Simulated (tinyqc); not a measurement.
Changing the D(AB): collinear exchange A + BC -> AB + C on a London-Eyring-Polanyi-Sato surface: saddle, string of images and rate. Computed by tinyqc, a small Python program. Command: `OMP_NUM_THREADS=1 python tinyqc.py 3113005 3113006 out.jsonl leps sweep`. One thread of a shared host (Intel(R) Xeon(R) Processor @ 2.30GHz), about 0.5 s of CPU time with the checks.

x = r(AB), y = r(BC), r(AC) = x + y. V is counted from separated atoms, the barrier from A + BC, that is V + D(BC).

Inputs (values chosen for the exercise, for a model exchange):
```
quantity            value           unit
r0(AB)               1.22       angstrom
beta(AB)             2.08     1/angstrom
D(BC)                4.06             eV
r0(BC)                  1       angstrom
beta(BC)             1.81     1/angstrom
D(AC)                3.39             eV
r0(AC)               1.11       angstrom
beta(AC)             1.72     1/angstrom
Sato parameter S     0.13              -
mass of A              19              u
mass of B              19              u
mass of C           28.09              u
step of the string   0.01  angstrom^2/eV
```

Constants: nu for 1 eV/(angstrom^2 u) = 15.6333042 THz.

Method:
- For each pair, with u = exp(-beta (r - r0)): Q = D [(3 + S) u^2 - (2 + 6 S) u]/(4 (1 + S)), J = D [(1 + 3 S) u^2 - (6 + 2 S) u]/(4 (1 + S)); V = Q1 + Q2 + Q3 - sqrt(((J1 - J2)^2 + (J2 - J3)^2 + (J3 - J1)^2)/2).
- String of 9 images between the fixed ends (r0(AB) + 2, r0(BC)) and (r0(AB), r0(BC) + 2), started on the two straight legs through (r0(AB) + 0.3, r0(BC) + 0.3): each iteration moves the inner images by -step x gradient (central differences) and spaces them evenly again along the broken line (coordinates are kept between 0.2 and 8 angstrom); stop when no coordinate changes by more than 1e-5 angstrom, at most 400 iterations.
- From the highest inner image, z -> z - H^-1 g with gradient g and Hessian H by central differences, steps capped at 0.15 angstrom, 12 steps.
- Wilson matrix G = [[1/m_A + 1/m_B, -1/m_B], [-1/m_B, 1/m_B + 1/m_C]]; eigenvalues lambda of G H give nu = 15.6333042 THz x sqrt(|lambda|), the negative one being imaginary. Reactant: nu_BC from k = 2 D beta^2 and 1/m_B + 1/m_C. Skew angle: cos = sqrt(m_A m_C/((m_A + m_B)(m_B + m_C))).

One run for each value:
```
D(AB) (eV)  barrier (eV)  imaginary frequency (THz)  real frequency at the saddle (THz)
3.46              0.6681                      3.172                               24.00
3.71              0.4480                      3.983                               22.10
3.96              0.2572                      5.607                               15.39
4.21              0.1518                      6.731                               14.75
4.46              0.1073                      5.350                               18.45
4.71              0.0831                      4.481                               20.31
4.96              0.0679                      3.910                               21.34
```

Over the rows, barrier (eV) falls from 0.668 to 0.0679 (exponent d ln y / d ln x -5.7 between the first rows and -3.9 between the last); imaginary frequency (THz) goes from 3.17 through a maximum among these rows, 6.73 at 4.21, to 3.91; real frequency at the saddle (THz) goes from 24.0 through a minimum among these rows, 14.7 at 4.21, to 21.3. The barrier changes by -0.88 eV per eV of D(AB) between the first rows and -0.06 between the last; an Evans-Polanyi line would have one slope.

Extremes, crossings and ranges named in words are read from the listed rows.
